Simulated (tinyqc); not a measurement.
Electron mobility in a silicon inversion layer, empirical terms and Matthiessen rule: effect of the charge at the interface.

Inversion layer of sheet density Ns on a uniformly doped body. The mobility terms are empirical power laws with prefactors chosen for the exercise; adding their inverses (Matthiessen) is itself an approximation.

ni = sqrt(Nc Nv) exp(-Eg/(2 Vt)), Eg in volts; Ndep = sqrt(2 eps0 eps_r Nb (2 Vt ln(Nb/ni) + Vsb)/q); E = q (Ndep + eta Ns)/(eps0 eps_r), in MV/cm. With t = T/(300 K): muC = Ac (Ns/1e12 cm^-2) t/(Nb/1e17 cm^-3 + Nit/1e11 cm^-2), muP = Ap E^(-1/3) t^(-1.75), muS = As E^(-gs); 1/mu is the sum of the inverses.

Inputs (values chosen for the exercise); material values close to those of silicon: temperature T = 325 K; band gap Eg = 1.12 eV; relative permittivity of the semiconductor eps_r = 11.7; conduction-band density of states at T Nc = 3.2e19 cm^-3; valence-band density of states at T Nv = 3.03e19 cm^-3; body doping Nb = 1.8e18 cm^-3; reverse body bias Vsb = 0.3 V; weight of the inversion charge in the effective field eta = 0.5; phonon-limited mobility at 1 MV/cm and 300 K Ap = 422 cm^2/(V s); roughness-limited mobility at 1 MV/cm As = 1280 cm^2/(V s); exponent of the roughness term gs = 2; Coulomb prefactor Ac = 3900 cm^2/(V s); inversion density Ns = 3.5e12 cm^-2.

Constants: q = 1.602176634e-19 C, kB = 1.380649e-23 J/K, Vt = kB T/q, eps0 = 8.8541878128e-14 F/cm where lengths are in cm. Results are converted to the units shown.

The same in every row: E (MV/cm) = 1.1083; muP (cm^2/(V s)) = 354.48; muS (cm^2/(V s)) = 1042.0.

Results:
```
Nit (cm^-2)  muC (cm^2/(V s))  mu (cm^2/(V s))
1e10                   816.99           199.81
1e11                   778.29           197.41
3.2e11                 697.52           191.78
1e12                   528.12           176.23
3.2e12                 295.75           139.63
1e13                   125.32           85.031
```

Estimate the missing row, Nit = 3.2e10 cm^-2.

Computed row:
```
Nit (cm^-2)  muC (cm^2/(V s))  mu (cm^2/(V s))
3.2e10                 807.18           199.22
```

With this row back in the table: As Nit goes from 1e10 to 1e13 cm^-2, E stays at 1.11 MV/cm and mu falls from 200 to 85.0 cm^2/(V s). The smallest term is the phonon one in the first row and the Coulomb one in the last.

Program tinyqc, `OMP_NUM_THREADS=1 python tinyqc.py 2510028 2510029 out.jsonl`; Intel Xeon 2.30GHz, shared host, one thread, about 0.01 s.
